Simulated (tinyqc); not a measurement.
Worked calculation: two-dimensional dopant profile at a mask edge: lateral junction, overlap and effective channel length. Computed by tinyqc, a small Python program that keeps every step. Command: `OMP_NUM_THREADS=1 python tinyqc.py 3027243 3027244 out.jsonl lateral walk`. One thread of a shared host (Intel(R) Xeon(R) Processor @ 2.30GHz), about 0.01 s of CPU time with the checks. Intermediate numbers are printed to about 7 digits and carried at full precision; extremes and crossings named in words are read from the listed rows.

Ions enter for y < 0; the mask (spacer, then gate) covers y > 0. x is the depth. The surface reflects dopant during the anneal.

Inputs (values chosen for the exercise, modelled on a source-drain extension in silicon):
```
quantity               value    unit
dose Q               1.4e+15  1/cm^2
projected range R_p       29      nm
vertical straggle         10      nm
lateral straggle         9.2      nm
anneal budget D t    9.1e-13    cm^2
channel doping C_B   1.1e+17  1/cm^3
gate length L_g          370      nm
offset spacer             17      nm
oxide thickness            5      nm
```

Constants: eps_0 = 8.8541878128e-12 F/m.

## Widths and vertical profile

Widths s_x^2 = (vertical straggle)^2 + 2 D t, s_y^2 = (lateral straggle)^2 + 2 D t. C(x, y) = V(x) (1/2) erfc(y/(sqrt2 s_y)), V(x) = Q/(sqrt(2 pi) s_x) [exp(-(x - R_p)^2/(2 s_x^2)) + exp(-(x + R_p)^2/(2 s_x^2))]; 1 nm = 1e-7 cm. The vertical junction far from the mask solves V(x) = C_B.

s_x = 16.79286 nm

s_y = 16.32912 nm

V at the surface = 1.497449e+20 1/cm^3

V at R_p = 3.334475e+20 1/cm^3

vertical junction x_j = 96.23099 nm

## Lateral junction at the surface

The lateral junction at depth x solves C = C_B: y_j(x) = sqrt2 s_y erfc^-1(2 C_B/V(x)). Overlap under the gate = y_j(0) - spacer; metallurgical channel L_met = L_g - 2 overlap (tails from the two sides are not added). Abruptness at y_j(0) in nm per decade = ln(10) s_y sqrt(pi/2) exp(u^2) erfc(u), u = y_j/(sqrt2 s_y). Overlap capacitance per width = 3.9 eps_0 overlap/t_ox (zero if there is no overlap).

lateral junction y_j(0) = 51.93812 nm

ratio y_j(0)/x_j = 0.5397234

overlap = 34.93812 nm

metallurgical channel L_met = 300.1238 nm

lateral abruptness = 10.89342 nm/decade

overlap capacitance = 0.2412919 fF/um

The two overlaps take 19 % of the gate length. Caution: the profile peaks below the surface, where the junction reaches further under the gate than y_j(0); the overlap given is the one at the surface.

## Junction contour

The lateral junction at depth x solves C = C_B: y_j(x) = sqrt2 s_y erfc^-1(2 C_B/V(x)). Depths are 0, 0.15, 0.3, 0.45, 0.6, 0.75, 0.9 and 0.97 of x_j.

Contour:
```
x/x_j    x (nm)    V (1/cm^3)  y_j (nm)
0.00    0.00000  1.497449e+20  51.93812
0.15   14.43465  2.400523e+20  54.13084
0.30   28.86930  3.334607e+20  55.61341
0.45   43.30395  2.314317e+20  53.96368
0.60   57.73859  7.690368e+19  48.69866
0.75   72.17324  1.220789e+19  38.62135
0.90   86.60789  9.256632e+17  19.28203
0.97   93.34406  2.157175e+17  -0.40633
```

The contour reaches furthest, 55.61 nm, at x/x_j = 0.3 among these rows, below the surface, where punch-through would start. It crosses the mask edge where V = 2 C_B.

## What the anneal budget does

x_j solves V(x) = C_B. Budgets are multiples of the given D t (at 0 the mirror term is kept, which overstates V(0) as implanted); those with V(0) not above 2.5 C_B are left out.

Junctions (nm):
```
multiple       s_x       s_y       x_j    y_j(0)    y_j/x_j     L_met
0.0       10.00000   9.20000   70.3100   22.8007  0.3242883  358.3986
0.1       10.87198  10.14101   73.6915   27.1101  0.3678856  349.7799
0.3       12.43382  11.80000   79.7042   34.2344  0.4295183  335.5312
1.0       16.79286  16.32912   96.2310   51.9381  0.5397234  300.1238
2.0       21.54066  21.18112  113.8888   69.4057  0.6094165  265.1885
4.0       28.77499  28.50684  140.2643   94.2830  0.6721806  215.4341
8.0       39.44617  39.25099  178.2870  128.9599  0.7233272  146.0803
16.0      54.88169  54.74157  232.0085  176.7530  0.7618386   50.4939
```

The ratio y_j/x_j goes from 0.32 to 0.76: as implanted, x_j includes R_p and y_j only the lateral straggle; after long diffusion both scale roughly with sqrt(D t) as long as V(0) stays far above C_B, and the ratio stays below 1 because the edge starts from half the concentration and an erfc falls faster than the Gaussian. L_met shrinks by 307.9 nm over the rows.

Checks made by the program: lateral profile against the convolution of a step with a Gaussian (relative difference below 1e-10).
